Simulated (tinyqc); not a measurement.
Long-channel MOSFET, surface-potential model: one step of the calculation.

n-channel transistor on a uniformly doped p-type body, gradual-channel approximation, constant mobility, Boltzmann statistics, full ionisation. Potentials are counted from the neutral body; V is the electron quasi-Fermi potential, Vsb at the source and Vsb + Vds at the drain. Charges are magnitudes per area.

Problem. Pao-Sah current by Simpson's rule. I = mu (W/L) integral of Qi dV; Simpson's rule on the 9 points, step Vds/8, weights 1, 4, 2, ..., 4, 1 times step/3.

Parameters, values chosen for the exercise; material values those of a made-up semiconductor: channel mobility mu = 150 cm^2/(V s); gate width W = 20 um; gate length L = 5 um; drain-source voltage Vds = 0.8 V.

```
point,"Qi, Pao-Sah (nC/cm^2)"
0,46.866987
1,32.572640
2,19.074006
3,7.3229980
4,0.75395771
5,0.017362154
6,3.3223571e-4
7,6.3302655e-6
8,1.2060403e-7
```

Find: Pao-Sah current.

Solution.

Pao-Sah current = 4.924 uA

Gauss-Legendre quadrature on many points gives 4.918 uA, so this value is 0.12 % above it; the charge-sheet current, 4.792 uA, is 2.6 % below it.

Numbers from tinyqc (`OMP_NUM_THREADS=1 python tinyqc.py 2360056 2360057 out.jsonl`; about 0.03 s on one thread of a shared Intel Xeon 2.30GHz).
